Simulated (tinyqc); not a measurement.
# Screening length from the swing

Inverse problem. In a simple model of a Schottky-barrier transistor a barrier thinner than d = 3.2 nm is transparent, so the effective barrier is pn - psi (1 - exp(-d/lam)) and the swing beyond flat band is Vt ln 10/(1 - exp(-d/lam)). Find the thermionic swing, lam, and the effective barrier at psi = 0.2 V.

Parameters, values chosen for the exercise: temperature T = 300 K; barrier for electrons at both contacts pn = 0.46 eV.

Constants: q = 1.602176634e-19 C, kB = 1.380649e-23 J/K, Vt = kB T/q. Results are converted to the units shown.

swing in the tunnelling range = 89.074782 mV/decade

Solution. The ratio of the two swings is 1 - exp(-d/lam).

Vt ln 10 = 59.53 mV/decade
lam = 2.900 nm
effective barrier = 0.3263 eV

Computed by the program tinyqc: `OMP_NUM_THREADS=1 python tinyqc.py 2390108 2390109 out.jsonl`, one thread of a shared Intel Xeon 2.30GHz, about 0.03 s for the whole run.
